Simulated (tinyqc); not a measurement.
Inversion-layer mobility, back-scattering and ballistic limit of a field-effect transistor: one step, computed by the program tinyqc. Command: `OMP_NUM_THREADS=1 python tinyqc.py 3031941 3031942 out.jsonl mos walk`. One thread of a shared host (Intel(R) Xeon(R) Processor @ 2.30GHz), about 0.01 s of CPU time with the checks.

The charge at the top of the source barrier is fixed by the gate; series resistance and short-channel effects are left out. F_j are Fermi integrals normalised to exp(eta) in the classical limit.

Problem. Back-scattering. F_j(eta) = (1/Gamma(j + 1)) int_0^infinity x^j/(1 + exp(x - eta)) dx, F_0 = ln(1 + exp(eta)). Integrals over x = E/(k_B T) use 160 Gauss-Legendre points in u = sqrt(x) from 0 to sqrt(max(eta, 0) + 32). Ballistic channel: N_2D = g_v m k_B T/(pi hbar^2), U = e V_D/(k_B T); eta_F solves N_inv = (N_2D/2)[F_0(eta_F) + F_0(eta_F - U)]; v_T = sqrt(2 k_B T/(pi m)); I/W = e (N_2D/2) v_T [F_1/2(eta_F) - F_1/2(eta_F - U)]; injection velocity v_T F_1/2(eta_F)/F_0(eta_F). Mean free path lambda = (2 k_B T/e)(mu/v_T) F_0(eta_0)/F_-1/2(eta_0), with eta_0 from N_inv = N_2D F_0(eta_0); critical length l = L (1 + U)^(-a), an empirical rule; back-scattering r = l/(l + lambda). Then eta solves N_inv = (N_2D/2)[(1 + r) F_0(eta) + (1 - r) F_0(eta - U)] and I/W = e (N_2D/2) v_T (1 - r)[F_1/2(eta) - F_1/2(eta - U)]. Ballistic ratio: I over the ballistic current. Apparent mobility 1/(1/mu + 1/mu_B), mu_B = mu L/lambda.

Inputs (values chosen for the exercise, modelled on a 4H-SiC n-channel):
```
quantity,value,unit
transport mass m,0.29,m_0
valley degeneracy g_v,3,-
gate overdrive V_G - V_T,0.34,V
drain voltage V_D,0.6,V
channel length L,170,nm
exponent a of the critical length,0.84,-
temperature T,200,K
```

Statistics at the top of the barrier: Fermi-Dirac.

inversion density N_inv = 1.593030e+12 1/cm^2

effective mobility mu = 24.39916 cm^2/(V s)

Constants: m_0 = 9.1093837015e-31 kg; k_B = 1.380649e-23 J/K; hbar = 1.054571817e-34 J s; k_B = 8.617333262e-05 eV/K; e = 1.602176634e-19 C.

Give: eta_0; mean free path lambda; critical length l; back-scattering coefficient r; current I/W; ballistic ratio; apparent low-field mobility.

Solution.

eta_0 = -1.239

mean free path lambda = 1.086 nm

critical length l = 8.415 nm

back-scattering coefficient r = 0.8857

current I/W = 13.12 microampere/micrometre

ballistic ratio = 0.05858

apparent low-field mobility = 24.24 cm^2/(V s)

L/lambda = 156.59, but at this drain voltage only the first 8.41 nm can return a carrier to the source, so the device works at 6 % of its ballistic limit. Caution: the current exceeds the long-channel drift law, so the empirical rule for l, meant for short channels, is too generous here.
